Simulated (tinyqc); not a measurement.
# From M_n back to bias as a fraction of the breakdown voltage

Model: avalanche multiplication and breakdown of a junction from ionisation integrals. Computed by tinyqc, a small Python program. Command: `OMP_NUM_THREADS=1 python tinyqc.py 3013631 3013632 out.jsonl impact inv`. One thread of a shared host (Intel(R) Xeon(R) Processor @ 2.30GHz), about 0.06 s of CPU time with the checks.

Ionisation coefficients follow the local field. Position x runs through the depletion layer from the p side (x = 0), where electrons enter, to the n side (x = w), where holes enter. The built-in voltage is neglected.

Inputs (values chosen for the exercise, modelled on silicon):
```
quantity                   value    unit
electron prefactor a_n    749000    1/cm
electron field b_n      1.25e+06    V/cm
hole prefactor a_p      1.51e+06    1/cm
hole field b_p          2.05e+06    V/cm
exponent c                     1       -
permittivity eps            11.7       -
doping gradient a        1.2e+18  1/cm^4
```

Junction: linearly graded.

Constants: e = 1.602176634e-19 C; eps_0 = 8.8541878128e-12 F/m.

Method:
- alpha_n = a_n exp(-(b_n/F)^c), alpha_p = a_p exp(-(b_p/F)^c).
- Field F = F_m [1 - (2x/w - 1)^2], w = sqrt(8 eps eps_0 F_m/(e a)), V = (2/3) F_m w.
- With Phi(x) = int_0^x (alpha_n - alpha_p) dx': 1 - 1/M_n = I_n = int_0^w alpha_n exp(-Phi) dx and M_p = M_n exp(-Phi(w)); trapezoid rule on 401 even points; breakdown at I_n = 1.
- Solve I_n(F_m) = 1.
- Bias V = fraction times the breakdown voltage.
- M_n = 1/(1 - I_n), M_p = M_n exp(-Phi(w)); McIntyre excess noise for the carrier with the larger M, F_x = k M + (1 - k)(2 - 1/M), with k = (smaller M - 1)/(larger M - 1).

Task: A run gave the result below. Find the bias as a fraction of the breakdown voltage, known to lie between 0.61 and 0.84.

M_n = 3.452769

Result:

Each step takes the trial c = (a f_b - b f_a)/(f_b - f_a), f being the result less the target and a, b, c the logarithms of the listed values; c replaces end b, the old b replaces a if the sign of f changed, and otherwise f_a is halved.

Scan of the range:
```
bias as a fraction of the breakdown voltage      M_n
0.610                                        1.32649
0.643                                        1.46289
0.679                                        1.67004
0.716                                        1.97530
0.755                                        2.45380
0.796                                        3.24617
0.840                                        4.71486
```

False position (Illinois rule, in the logarithm of the input) inside the bracket:
```
step     end a     end b     trial      M_n
1     0.796000  0.840000  0.802047  3.40037
2     0.840000  0.802047  0.803527  3.43995
3     0.840000  0.803527  0.804237  3.45923
4     0.803527  0.804237  0.803999  3.45275
5     0.804237  0.803999  0.804000  3.45277
6     0.804237  0.804000  0.804000  3.45277
7     0.804000  0.804000  0.804000  3.45277
```

M_n rises at every point of a 13-point scan of the range (every second point is shown), so one value fits; it is bracketed by 0.796 and 0.840. Answer: bias as a fraction of the breakdown voltage = 0.8040.
